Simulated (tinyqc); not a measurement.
Inside a calculation. Model: fully depleted semiconductor-on-insulator film with two gates, non-linear Poisson equation by Newton steps.

Computed by the program tinyqc: `OMP_NUM_THREADS=1 python tinyqc.py 2190057 2190058 out.jsonl`, one thread of a shared Intel Xeon 2.30GHz, about 0.3 s for the whole run. Printed values are rounded.

One dimension across the film, front interface at x = 0, back interface at x = ts. psi is counted from the intrinsic level, n = ni exp(psi/Vt) (source grounded), holes neglected, acceptors ionised. Gates act through Cox = eps0 eox/tox and Cbox = 3.9 eps0/tb with potentials G1 = Vg - (phiM - chi - Vt ln(Nc/ni)) and G2 = Vb - (phiB - chi - Vt ln(Nc/ni)). Classical Boltzmann densities, no interface charge, no depletion in the back plane.

Inputs (values chosen for the exercise); band and dielectric values close to those of In0.53Ga0.47As: temperature T = 300 K; band gap Eg = 0.737 eV; relative permittivity eps_r = 13.9; conduction-band density of states at T Nc = 2.09e17 cm^-3; valence-band density of states at T Nv = 7.85e18 cm^-3; electron affinity chi = 4.52 eV; relative permittivity of the gate insulator (close to silicon nitride) eox = 7.46; insulator thickness tox = 9.4 nm; film thickness ts = 14 nm; buried-oxide thickness (eps_r 3.9) tb = 72 nm; acceptor density of the film Na = 4.6e16 cm^-3; work function of the front gate phiM = 4.94 eV; work function of the back plane phiB = 5.02 eV; back-gate voltage Vb = -1.1 V; front-gate voltage Vg = 0.58 V.

Constants: q = 1.602176634e-19 C, kB = 1.380649e-23 J/K, Vt = kB T/q, eps0 = 8.8541878128e-14 F/cm where lengths are in cm. Results are converted to the units shown.

## Capacitances and gate potentials

ni = sqrt(Nc Nv) exp(-Eg/(2 Vt)), Eg in volts; Cox, Cbox, G1, G2 as defined; Cs = eps0 eps_r/ts; a = eps0 eps_r/h with h = ts/9; coupling ratio of a depleted film Cs Cbox/(Cox (Cs + Cbox)).

ni = 8.26001e11 cm^-3
Cox = 0.702683 uF/cm^2
Cbox = 0.0479602 uF/cm^2
Cs = 0.879094 uF/cm^2
a = 7.91185 uF/cm^2
G1 = 0.481631 V
G2 = -1.27837 V
coupling ratio = 0.0647219

## Iteration 1: density, residual and Jacobian diagonal

```
node,psi at the start (V)
0,0.08
1,0.08
2,0.08
3,0.08
4,0.08
5,0.08
6,0.08
7,0.08
8,0.08
9,0.08
```

Nodes 0 to 9, h = ts/9, box widths w = h (h/2 at both ends), a = eps0 eps_r/h. F_i = a (psi_(i+1) - 2 psi_i + psi_(i-1)) - q w_i (n_i + Na); F_0 = a (psi_1 - psi_0) + Cox (G1 - psi_0) - q w_0 (n_0 + Na); F_9 = a (psi_8 - psi_9) + Cbox (G2 - psi_9) - q w_9 (n_9 + Na). Diagonal b_i = -2 a - q w_i n_i/Vt, with -a - Cox and -a - Cbox in place of -2 a at the ends.

```
node,n (cm^-3),residual F (C/cm^2),diagonal b (F/cm^2)
0,1.82357e13,2.81646e-7,-8.61454e-6
1,1.82357e13,-1.14690e-9,-1.58237e-5
2,1.82357e13,-1.14690e-9,-1.58237e-5
3,1.82357e13,-1.14690e-9,-1.58237e-5
4,1.82357e13,-1.14690e-9,-1.58237e-5
5,1.82357e13,-1.14690e-9,-1.58237e-5
6,1.82357e13,-1.14690e-9,-1.58237e-5
7,1.82357e13,-1.14690e-9,-1.58237e-5
8,1.82357e13,-1.14690e-9,-1.58237e-5
9,1.82357e13,-6.57211e-8,-7.95982e-6
```

## Iteration 1: Newton step

Solve a d_(i-1) + b_i d_i + a d_(i+1) = -F_i for all nodes. Each component d is damped to sign(d) Vt ln(1 + |d|/Vt) before it is added.

```
node,"Newton step d, before damping (V)",psi after iteration 1 (V)
0,0.281157,0.143970
1,0.270530,0.143060
2,0.260048,0.142129
3,0.249712,0.141177
4,0.239522,0.140203
5,0.229477,0.139205
6,0.219577,0.138183
7,0.209823,0.137135
8,0.200215,0.136059
9,0.190752,0.134953
```

## Iteration 2: density, residual and Jacobian diagonal

As before.

```
node,n (cm^-3),residual F (C/cm^2),diagonal b (F/cm^2)
0,2.16560e14,2.29487e-7,-8.61464e-6
1,2.09064e14,-1.31063e-9,-1.58239e-5
2,2.01670e14,-1.31851e-9,-1.58239e-5
3,1.94379e14,-1.32706e-9,-1.58239e-5
4,1.87191e14,-1.33636e-9,-1.58239e-5
5,1.80106e14,-1.34648e-9,-1.58239e-5
6,1.73123e14,-1.35753e-9,-1.58239e-5
7,1.66242e14,-1.36963e-9,-1.58239e-5
8,1.59465e14,-1.38291e-9,-1.58239e-5
9,1.52789e14,-5.96120e-8,-7.95988e-6
```

## Iteration 2: Newton step

As before.

```
node,"Newton step d, before damping (V)",psi after iteration 2 (V)
0,0.216816,0.201861
1,0.207070,0.199891
2,0.197495,0.197875
3,0.188091,0.195811
4,0.178859,0.193696
5,0.169800,0.191529
6,0.160916,0.189305
7,0.152206,0.187022
8,0.143672,0.184676
9,0.135316,0.182264
```

## Iteration 3: density, residual and Jacobian diagonal

As before.

```
node,n (cm^-3),residual F (C/cm^2),diagonal b (F/cm^2)
0,2.03281e15,1.80401e-7,-8.61551e-6
1,1.88363e15,-1.55420e-9,-1.58255e-5
2,1.74232e15,-1.56917e-9,-1.58254e-5
3,1.60862e15,-1.58576e-9,-1.58252e-5
4,1.48229e15,-1.60410e-9,-1.58251e-5
5,1.36307e15,-1.62435e-9,-1.58250e-5
6,1.25072e15,-1.64669e-9,-1.58249e-5
7,1.14501e15,-1.67132e-9,-1.58248e-5
8,1.04569e15,-1.69845e-9,-1.58247e-5
9,9.52529e14,-5.15522e-8,-7.96027e-6
```

## Iteration 3: Newton step

As before.

```
node,"Newton step d, before damping (V)",psi after iteration 3 (V)
0,0.156885,0.252419
1,0.148036,0.249165
2,0.139418,0.245835
3,0.131028,0.242424
4,0.122864,0.238928
5,0.114925,0.235342
6,0.107211,0.231662
7,0.099721,0.227881
8,0.092455,0.223994
9,0.085417,0.219996
```

## Course of the Newton iteration

Stop when the largest undamped |d| is below 1e-9 V, or after 80 iterations.

Course of the iteration:
```
iteration,largest |F| (C/cm^2),largest |d| (V)
1,2.82e-7,0.281
2,2.29e-7,0.217
3,1.80e-7,0.157
4,1.35e-7,0.0993
5,9.15e-8,0.0478
6,5.01e-8,0.0156
7,1.51e-8,2.69e-3
8,9.59e-10,1.12e-4
9,2.07e-12,2.10e-7
10,7.46e-18,7.41e-13
```

Converged in 10 iterations.

## Electron sheet density, centroid and oxide fields

```
node,converged psi (V)
0,0.335138
1,0.322755
2,0.311204
3,0.300238
4,0.289705
5,0.279508
6,0.269585
7,0.259895
8,0.250411
9,0.241113
```

n_i = ni exp(psi_i/Vt); N_inv = sum w_i n_i with w = ts/9, halved at the ends; centroid sum w n x/N_inv; fields (G1 - psi_0)/tox and (G2 - psi_9)/tb.

```
node,n (cm^-3)
0,3.52411e17
1,2.18284e17
2,1.39630e17
3,9.13609e16
4,6.07870e16
5,4.09743e16
6,2.79135e16
7,1.91880e16
8,1.32952e16
9,9.27891e15
```

N_inv = 1.23243e11 cm^-2
centroid = 3.27801 nm
field in the front oxide = 0.155844 MV/cm
field in the buried oxide = -0.211039 MV/cm

The centroid lies at 0.23 of the film, near the front interface. A 400-interval mesh gives N_inv = 1.220e11 cm^-2; this mesh is 1.0 % above it.
